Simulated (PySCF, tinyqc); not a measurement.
Worked calculation: CISD on RHF in the sto-3g basis, for H4, spin multiplicity 1. The lowest restricted solution is unstable here: a spin-polarised one lies 0.0564 hartree lower (PySCF). One step of it, computed by the program tinyqc.

Problem. CISD: roots. Diagonalise (each vector has its largest component positive (the first on a tie)); all determinants have Ms = 0, so triplets appear too. The lowest singlet root is the correlation energy.

Occupation strings over the orbitals (2 doubly, a alpha, b beta, 0 empty; spin orbitals ordered 1a 1b 2a 2b ...): 2200 aabb 2020 abab 2002 abba baab 0220 baba 0202 bbaa

H - E(HF) between determinants (hartree), lower triangle:
```
           2200       aabb       2020       abab       2002       abba       baab       0220
2200   0.000000
aabb  -0.025123   0.613707
2020   0.100577   0.098329   0.467524
abab  -0.098329  -0.100577   0.069586   0.710380
2002   0.131249  -0.123452   0.182192   0.167915   0.758593
abba   0.123452  -0.131249  -0.167915  -0.182192  -0.044463   0.763061
baab   0.123452  -0.118158  -0.167915  -0.163888  -0.044463   0.000000   0.763061
0220   0.118158  -0.123452   0.163888   0.167915   0.000000  -0.044463  -0.044463   0.768675
baba  -0.098329  -0.096149   0.069586   0.000000   0.167915  -0.163888  -0.182192   0.167915
0202   0.096149   0.098329   0.000000   0.069586   0.163888  -0.167915  -0.167915   0.182192
bbaa  -0.025123   0.000000   0.098329  -0.096149  -0.123452  -0.118158  -0.131249  -0.123452

           baba      0202      bbaa
baba   0.710380
0202   0.069586  0.967210
bbaa  -0.100577  0.098329  0.613707
```

Give: lowest roots of this matrix, relative to E(HF); lowest vectors; <S^2> of these roots; weight of the ground state by excitation level 0, 1, 2, ....

Solution.

lowest roots of this matrix, relative to E(HF) (hartree): -0.1330  0.1299  0.1676  0.6107  0.6122  0.7054  0.7638  0.7696

lowest vectors:
```
       root 1   root 2  root 3   root 4
2200   0.9197   0.0584  0.0000   0.2804
aabb   0.0133  -0.2622  0.4082   0.1955
2020  -0.1923   0.6306  0.0000   0.6742
abab   0.1281   0.1288  0.4082  -0.2718
2002  -0.1361  -0.4141  0.0000   0.2132
abba  -0.1414   0.1335  0.4082   0.0763
baab  -0.1414   0.1335  0.4082   0.0763
0220  -0.1231  -0.3956  0.0000   0.3326
baba   0.1281   0.1288  0.4082  -0.2718
0202  -0.1015   0.2542  0.0000  -0.2735
bbaa   0.0133  -0.2622  0.4082   0.1955
```

<S^2> of these roots: 0.0000  0.0000  6.0000  0.0000  2.0000  2.0000  0.0000  2.0000

weight of the ground state by excitation level 0, 1, 2, ...: 0.8458  0.0000  0.1542

The reference has a weight of only 0.85: one determinant is a poor start here.
